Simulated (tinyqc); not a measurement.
## Weibull slope from two areas

Inverse problem. Oxide breakdown times follow a Weibull law, F = 1 - exp(-(t/t63)^beta). For defects spread at random t63 goes as A^(-1/beta). Find beta and the time at which the share Fp of the area-A2 devices has failed, t63(A2) (-ln(1 - Fp))^(1/beta).

Inputs (values chosen for the exercise):
- A1 = 2.1 um^2 (area of a test capacitor)
- A2 = 2.1e5 um^2 (gate area of the product)
- Fp = 0.0001 (allowed share of failed products)

t63 at the areas A1 and A2 (s): [45, 0.00045]

Answer. beta = ln(A2/A1)/ln(t63(A1)/t63(A2)).

beta = 1.00
time to Fp = 4.50e-8 s

Program tinyqc, `OMP_NUM_THREADS=1 python tinyqc.py 2070016 2070017 out.jsonl`; Intel Xeon 2.30GHz, shared host, one thread, about 0.01 s.
